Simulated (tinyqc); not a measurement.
Worked calculation: Hueckel theory of the pi electrons with the omega technique, for the molecule C=C1C=CC=CC=C1 (SMILES; centres numbered as the heavy atoms are written). Computed by tinyqc, a small Python program that keeps every step. Settings: charge = 0, omega = 1.0, damping = 0. Command: `OMP_NUM_THREADS=1 python tinyqc.py 21145 21146 out.jsonl` (the two numbers bound the seeds that draw the settings). One thread of a shared host (Intel(R) Xeon(R) Processor @ 2.60GHz), about 0.01 s of CPU time with the checks.

## The Hueckel matrix

Centres:
```
centre  z_r, pi electrons of the neutral centre         h
1C                                            1  0.000000
2C                                            1  0.000000
3C                                            1  0.000000
4C                                            1  0.000000
5C                                            1  0.000000
6C                                            1  0.000000
7C                                            1  0.000000
8C                                            1  0.000000
```

Bonds:
```
i  j  k
1  2  1
2  3  1
3  4  1
4  5  1
5  6  1
6  7  1
7  8  1
8  2  1
```

H_rr = alpha + h_r beta, H_rs = k_rs beta for bonded centres.

Hueckel matrix in units of beta (H = alpha + beta A), order 1C, 2C, 3C, 4C, 5C, 6C, 7C, 8C:
```
[[0.000000, 1.000000, 0.000000, 0.000000, 0.000000, 0.000000, 0.000000, 0.000000],
 [1.000000, 0.000000, 1.000000, 0.000000, 0.000000, 0.000000, 0.000000, 1.000000],
 [0.000000, 1.000000, 0.000000, 1.000000, 0.000000, 0.000000, 0.000000, 0.000000],
 [0.000000, 0.000000, 1.000000, 0.000000, 1.000000, 0.000000, 0.000000, 0.000000],
 [0.000000, 0.000000, 0.000000, 1.000000, 0.000000, 1.000000, 0.000000, 0.000000],
 [0.000000, 0.000000, 0.000000, 0.000000, 1.000000, 0.000000, 1.000000, 0.000000],
 [0.000000, 0.000000, 0.000000, 0.000000, 0.000000, 1.000000, 0.000000, 1.000000],
 [0.000000, 1.000000, 0.000000, 0.000000, 0.000000, 0.000000, 1.000000, 0.000000]]
```

## Orbitals, round 1

pi electrons, sum of z_r less the charge = 8

Diagonalise; E = alpha + x beta with beta < 0, so the largest x are filled first; degenerate levels share their electrons. P = sum n_i c_ri c_si; each orbital has its largest coefficient positive (the first on a tie).

x values: [2.091184, 1.442720, 1.246980, 0.216294, -0.445042, -0.776378, -1.801938, -1.973820]

occupations: [2.000000, 2.000000, 2.000000, 2.000000, 0.000000, 0.000000, 0.000000, 0.000000]

coefficients, order 1C, 2C, 3C, 4C, 5C, 6C, 7C, 8C:
```
[[0.231583, -0.332882, 0.000000, 0.700610, 0.000000, 0.502361, 0.000000, -0.303871],
 [0.484283, -0.480255, 0.000000, 0.151538, 0.000000, -0.390022, 0.000000, 0.599786],
 [0.390571, -0.179996, 0.417907, -0.333917, 0.521121, -0.099778, 0.231921, -0.440000],
 [0.332472, 0.220571, 0.521121, -0.223762, -0.231921, 0.467488, -0.417907, 0.268694],
 [0.304690, 0.498219, 0.231921, 0.285518, -0.417907, -0.263169, 0.521121, -0.090353],
 [0.304690, 0.498219, -0.231921, 0.285518, 0.417907, -0.263169, -0.521121, -0.090353],
 [0.332472, 0.220571, -0.521121, -0.223762, 0.231921, 0.467488, 0.417907, 0.268694],
 [0.390571, -0.179996, -0.417907, -0.333917, -0.521121, -0.099778, -0.231921, -0.440000]]
```

charge and bond-order matrix P, order 1C, 2C, 3C, 4C, 5C, 6C, 7C, 8C:
```
[[1.310592, 0.756379, -0.167157, -0.306399, 0.209500, 0.209500, -0.306399, -0.167157],
 [0.756379, 0.976279, 0.449980, 0.042344, -0.096898, -0.096898, 0.042344, 0.449980],
 [-0.167157, 0.449980, 0.942181, 0.765300, 0.061815, -0.325870, -0.105819, 0.243598],
 [-0.306399, 0.042344, 0.765300, 0.961652, 0.536328, 0.052894, -0.124616, -0.105819],
 [0.209500, -0.096898, 0.061815, 0.536328, 0.952731, 0.737583, 0.052894, -0.325870],
 [0.209500, -0.096898, -0.325870, 0.052894, 0.737583, 0.952731, 0.536328, 0.061815],
 [-0.306399, 0.042344, -0.105819, -0.124616, 0.052894, 0.536328, 0.961652, 0.765300],
 [-0.167157, 0.449980, 0.243598, -0.105819, -0.325870, 0.061815, 0.765300, 0.942181]]
```

## Omega technique, round 1

h_r = h_r(0) + omega q_r, omega = 1, with q_r = z_r - P_rr.

matrix after round 1, order 1C, 2C, 3C, 4C, 5C, 6C, 7C, 8C:
```
[[-0.310592, 1.000000, 0.000000, 0.000000, 0.000000, 0.000000, 0.000000, 0.000000],
 [1.000000, 0.023721, 1.000000, 0.000000, 0.000000, 0.000000, 0.000000, 1.000000],
 [0.000000, 1.000000, 0.057819, 1.000000, 0.000000, 0.000000, 0.000000, 0.000000],
 [0.000000, 0.000000, 1.000000, 0.038348, 1.000000, 0.000000, 0.000000, 0.000000],
 [0.000000, 0.000000, 0.000000, 1.000000, 0.047269, 1.000000, 0.000000, 0.000000],
 [0.000000, 0.000000, 0.000000, 0.000000, 1.000000, 0.047269, 1.000000, 0.000000],
 [0.000000, 0.000000, 0.000000, 0.000000, 0.000000, 1.000000, 0.038348, 1.000000],
 [0.000000, 1.000000, 0.000000, 0.000000, 0.000000, 0.000000, 1.000000, 0.057819]]
```

## Orbitals, round 2

As before.

x values: [2.118410, 1.450431, 1.293127, 0.100981, -0.393029, -0.841033, -1.756662, -1.972224]

occupations: [2.000000, 2.000000, 2.000000, 2.000000, 0.000000, 0.000000, 0.000000, 0.000000]

coefficients, order 1C, 2C, 3C, 4C, 5C, 6C, 7C, 8C:
```
[[0.191904, 0.283832, 0.000000, 0.641516, 0.000000, 0.581148, 0.000000, -0.365152],
 [0.466136, 0.499835, 0.000000, 0.264031, 0.000000, -0.308265, 0.000000, 0.606748],
 [0.392253, 0.214644, 0.420441, -0.310559, 0.519578, -0.157287, 0.230799, -0.422942],
 [0.342137, -0.200920, 0.519374, -0.277435, -0.234251, 0.449643, -0.418781, 0.251842],
 [0.319413, -0.498359, 0.231259, 0.293182, -0.418528, -0.238120, 0.520917, -0.083406],
 [0.319413, -0.498359, -0.231259, 0.293182, 0.418528, -0.238120, -0.520917, -0.083406],
 [0.342137, -0.200920, -0.519374, -0.277435, 0.234251, 0.449643, 0.418781, 0.251842],
 [0.392253, 0.214644, -0.420441, -0.310559, -0.519578, -0.157287, -0.230799, -0.422942]]
```

charge and bond-order matrix P, order 1C, 2C, 3C, 4C, 5C, 6C, 7C, 8C:
```
[[1.057862, 0.801405, -0.126061, -0.338697, 0.215855, 0.215855, -0.338697, -0.126061],
 [0.801405, 1.073660, 0.416265, -0.028391, -0.045596, -0.045596, -0.028391, 0.416265],
 [-0.126061, 0.416265, 0.946303, 0.791208, 0.049003, -0.339919, -0.082256, 0.239221],
 [-0.338697, -0.028391, 0.791208, 1.008291, 0.496368, 0.015929, -0.070705, -0.082256],
 [0.215855, -0.045596, 0.049003, 0.496368, 0.979645, 0.765723, 0.015929, -0.339919],
 [0.215855, -0.045596, -0.339919, 0.015929, 0.765723, 0.979645, 0.496368, 0.049003],
 [-0.338697, -0.028391, -0.082256, -0.070705, 0.015929, 0.496368, 1.008291, 0.791208],
 [-0.126061, 0.416265, 0.239221, -0.082256, -0.339919, 0.049003, 0.791208, 0.946303]]
```

## Omega technique, round 2

As before.

matrix after round 2, order 1C, 2C, 3C, 4C, 5C, 6C, 7C, 8C:
```
[[-0.057862, 1.000000, 0.000000, 0.000000, 0.000000, 0.000000, 0.000000, 0.000000],
 [1.000000, -0.073660, 1.000000, 0.000000, 0.000000, 0.000000, 0.000000, 1.000000],
 [0.000000, 1.000000, 0.053697, 1.000000, 0.000000, 0.000000, 0.000000, 0.000000],
 [0.000000, 0.000000, 1.000000, -0.008291, 1.000000, 0.000000, 0.000000, 0.000000],
 [0.000000, 0.000000, 0.000000, 1.000000, 0.020355, 1.000000, 0.000000, 0.000000],
 [0.000000, 0.000000, 0.000000, 0.000000, 1.000000, 0.020355, 1.000000, 0.000000],
 [0.000000, 0.000000, 0.000000, 0.000000, 0.000000, 1.000000, -0.008291, 1.000000],
 [0.000000, 1.000000, 0.000000, 0.000000, 0.000000, 0.000000, 1.000000, 0.053697]]
```

## Convergence

Each round sets h_r = h_r(0) + omega (z_r - P_rr), keeping the share named as damping of the old diagonal; repeat until output and input diagonals agree to 1e-6.

Rounds:
```
round    sum n x  largest |h(out) - h(in)|
1       9.994355                  3.11e-01
2       9.925898                  2.53e-01
3       9.973242                  2.33e-01
4       9.931640                  2.27e-01
5       9.971845                  2.26e-01
6       9.933272                  2.28e-01
7       9.973045                  2.31e-01
8       9.934057                  2.36e-01
9       9.975054                  2.41e-01
10      9.934576                  2.47e-01
11      9.977436                  2.53e-01
12      9.935040                  2.59e-01
13      9.980042                  2.66e-01
14      9.935537                  2.72e-01
15      9.982809                  2.79e-01
16      9.936100                  2.86e-01
17      9.985707                  2.92e-01
18      9.936741                  2.99e-01
19      9.988714                  3.05e-01
20      9.937463                  3.12e-01
21      9.991811                  3.18e-01
22      9.938263                  3.26e-01
23      9.994979                  3.32e-01
24      9.939137                  3.39e-01
25      9.998197                  3.45e-01
26      9.940077                  3.52e-01
27     10.001441                  3.58e-01
28      9.941073                  3.64e-01
29     10.004688                  3.70e-01
30      9.942114                  3.77e-01
31     10.007913                  3.82e-01
32      9.943189                  3.89e-01
33     10.011092                  3.94e-01
34      9.944284                  4.00e-01
35     10.014202                  4.05e-01
36      9.945388                  4.11e-01
37     10.017222                  4.16e-01
38      9.946488                  4.21e-01
39     10.020134                  4.26e-01
40      9.947573                  4.31e-01
```

Not converged within 40 rounds: the residual wanders without falling. Reruns: damping 0.5: converged in 14; damping 0.8: not converged.
